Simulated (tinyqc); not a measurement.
Crystal pulling from the melt: segregation, interface stability, heat balance and point-defect regime. From k_eff back to diffusivity in the melt D. Computed by tinyqc, a small Python program. Command: `OMP_NUM_THREADS=1 python tinyqc.py 3026596 3026597 out.jsonl pull inv`. One thread of a shared host (Intel(R) Xeon(R) Processor @ 2.30GHz), about 0.01 s of CPU time with the checks.

A dilute solute; steady pulling with a flat interface unless it is found unstable.

Inputs (values chosen for the exercise, modelled on arsenic in silicon):

| quantity | value | unit |
|---|---|---|
| equilibrium coefficient k0 | 0.29 | - |
| kinematic viscosity nu | 0.0036 | cm^2/s |
| crystal rotation | 5 | rpm |
| pull rate V | 0.35 | mm/min |

Method. delta = 1.61 D^(1/3) nu^(1/6) omega^(-1/2), omega = 2 pi rpm/60; k_eff = k0/[k0 + (1 - k0) exp(-V delta/D)] (Burton, Prim and Slichter); the melt at the interface is enriched by k_eff/k0.

Task: A run gave the result below. Find the diffusivity in the melt D, known to lie between 0.00018 and 0.00044 cm^2/s.

k_eff = 0.3178344

Result:

Each step takes the trial c = (a f_b - b f_a)/(f_b - f_a), f being the result less the target and a, b, c the logarithms of the listed values; c replaces end b, the old b replaces a if the sign of f changed, and otherwise f_a is halved.

Scan of the range:

| diffusivity in the melt D (cm^2/s) | k_eff |
|---|---|
| 1.80e-04 | 0.323879 |
| 2.09e-04 | 0.320580 |
| 2.42e-04 | 0.317661 |
| 2.81e-04 | 0.314978 |
| 3.27e-04 | 0.312527 |
| 3.79e-04 | 0.310376 |
| 4.40e-04 | 0.308413 |

False position (Illinois rule, in the logarithm of the input) inside the bracket:

| step | end a | end b | trial | k_eff |
|---|---|---|---|---|
| 1 | 2.09000e-04 | 2.42000e-04 | 2.39903e-04 | 0.317826 |
| 2 | 2.09000e-04 | 2.39903e-04 | 2.39706e-04 | 0.317842 |
| 3 | 2.39903e-04 | 2.39706e-04 | 2.39800e-04 | 0.317834 |
| 4 | 2.39706e-04 | 2.39800e-04 | 2.39800e-04 | 0.317834 |

k_eff falls at every point of a 13-point scan of the range (every second point is shown), so one value fits; it is bracketed by 2.09e-4 and 2.42e-4. Answer: diffusivity in the melt D = 2.398e-4 cm^2/s.
